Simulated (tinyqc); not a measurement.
Brillouin zone and empty-lattice bands of the hcp structure: one step. Empty-lattice levels at Gamma, L and M.

Primitive vectors a1 = a (1,0,0), a2 = a (-1/2, sqrt3/2, 0), a3 = (0,0,c); atoms at 0 and a1/3 + 2 a2/3 + a3/2. Reciprocal vectors obey a_i.b_j = 2 pi delta_ij; k is given in units of 2 pi/a. Empty-lattice levels are c0 (2 pi/a)^2 |k + G|^2, c0 = hbar^2/2m0. Points: M = (1/2, 1/(2 sqrt3), 0), K = (2/3, 0, 0), A = (0, 0, a/2c), L = M + A, H = K + A.

Constants: hbar^2/2m0 = 3.80998211 eV angstrom^2.

Parameters, chosen for this exercise (out of a larger set: lattice near that of Mg; not measured data): a = 3.204 angstrom (lattice constant); ca = 1.634 (c/a).

Problem. Give the five lowest values of |k + G|^2 with their degeneracy (spin not counted).

Give: a table of point, |k + G|^2, degeneracy, E (eV).

Solution.

Levels:

| point | \|k + G\|^2 | degeneracy | E (eV) |
|---|---|---|---|
| Gamma | 0.0000 | 1 | 0.000 |
| Gamma | 0.3745 | 2 | 5.488 |
| Gamma | 1.3333 | 6 | 19.536 |
| Gamma | 1.4982 | 2 | 21.951 |
| Gamma | 1.7079 | 12 | 25.024 |
| L | 0.4270 | 4 | 6.256 |
| L | 1.0936 | 4 | 16.024 |
| L | 1.1760 | 4 | 17.231 |
| L | 1.8427 | 4 | 26.999 |
| L | 2.4270 | 8 | 35.560 |
| M | 0.3333 | 2 | 4.884 |
| M | 0.7079 | 4 | 10.372 |
| M | 1.0000 | 2 | 14.652 |
| M | 1.3745 | 4 | 20.140 |
| M | 1.8315 | 4 | 26.835 |

The lowest level is 4-fold at L and 2-fold at M: as many zones meet there, and these are the lowest sets at these points on which a weak potential acts. On the face A-H-L of hcp the levels stay paired: the structure factor of (0001) vanishes, and without spin-orbit coupling the screw axis with time reversal keeps the pairing to all orders.

Program tinyqc; command `OMP_NUM_THREADS=1 python tinyqc.py 1881153 1881154 out.jsonl`; about 0.01 s on one thread of a shared Intel(R) Xeon(R) Processor @ 2.30GHz.
